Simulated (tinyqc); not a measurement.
Where the wafer is too thin: surface photovoltage measurement of the minority-carrier diffusion length in a wafer. Computed by tinyqc, a small Python program. Command: `OMP_NUM_THREADS=1 python tinyqc.py 3130133 3130134 out.jsonl spv walk`. One thread of a shared host (Intel(R) Xeon(R) Processor @ 2.30GHz), about 0.01 s of CPU time with the checks.

Low injection, steady light, a depletion layer much thinner than 1/alpha and L. The excess density dn is taken at the front edge of the neutral region; light that reaches the back is lost.

Inputs (values chosen for the exercise, modelled on p-type silicon at room temperature): wafer thickness W = 525 micrometre; diffusivity D = 24.6 cm^2/s; front recombination velocity S_f = 140 cm/s; back recombination velocity S_b = 840000 cm/s; photon flux entering = 1.9e+13 1/(cm^2 s).

Method:
- alpha = (84.732/lambda - 76.417)^2 per cm with lambda in micrometre (an empirical fit for silicon between 0.7 and 1.05 micrometre).
- Thick wafer: dn = Phi L/((S_f + D/L)(L + 1/alpha)). Finite wafer, with s = S_b L/D, w = W/L, a = alpha L: dn = [Phi a/(a^2 - 1)] [a - B - exp(-alpha W)(a - s)/(cosh w + s sinh w)]/(S_f + B D/L), B = (sinh w + s cosh w)/(cosh w + s sinh w).
- Readings y = (Phi/dn) (1 + noise x g) at 780, 830, 880, 920, 950, 975 and 995 nm; a least-squares line y = c (1/alpha + L_app) gives L_app = intercept/slope.
- No noise; L is varied at fixed W, and the last two columns set S_b to 0 and to 1e7 cm/s.

Apparent length (micrometre):
```
L          W/L  given S_b  S_b = 0  S_b = 1e7
26.2    20.038      26.20     26.2      26.20
52.5    10.000      52.50     52.5      52.50
105.0    5.000     104.82    105.1     104.82
158.0    3.323     155.55    160.0     155.54
262.0    2.004     236.66    285.5     236.61
420.0    1.250     307.99    544.4     307.87
682.0    0.770     355.47   1138.2     355.29
1100.0   0.477     378.55   2285.1     378.32
2100.0   0.250     390.27   4582.0     390.02
```

What follows from these numbers?

With a fast back surface L_app levels off, at 390 micrometre in the last row; with a passive one it reaches up to 2.18 times L among these rows and is 4580 in the last. All three columns are within 5 % of L down to W/L = 3.3.

Extremes, crossings and ranges named in words are read from the listed rows.
